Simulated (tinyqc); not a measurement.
Well width from the intersubband spacing.

Inverse problem. In an empty well of width L and depth Vb, level k solves kw L/2 = (k - 1) pi/2 + arctan(sqrt((mw/mb)(Vb - E)/E)) with kw = sqrt(mw E/C), C = hbar^2/(2 m0). Find L, E1 and E2 from the spacing.

Inputs (values chosen for the exercise); material values close to those of In0.53Ga0.47As in InAlAs:

| symbol | value | unit | meaning |
|---|---|---|---|
| mw | 0.0399 | m0 | mass along z in the well |
| mb | 0.0761 | m0 | mass along z in the barriers |
| Vb | 0.506 | eV | barrier height |

Constants: q = 1.602176634e-19 C, hbar = 1.054571817e-34 J s, m0 = 9.1093837015e-31 kg, hbar^2/(2 m0) = 0.0380998212 eV nm^2. Results are converted to the units shown.

E2 - E1 = 194.85223 meV

Solution. Both levels are solved for trial widths until their difference matches. A second level is bound only for L above 4.32 nm, and over that range one width gives this spacing.

L = 8.40 nm
E1 = 64.0 meV
E2 = 259 meV

Numbers from tinyqc (`OMP_NUM_THREADS=1 python tinyqc.py 2140045 2140046 out.jsonl`; about 0.2 s on one thread of a shared Intel Xeon 2.30GHz).
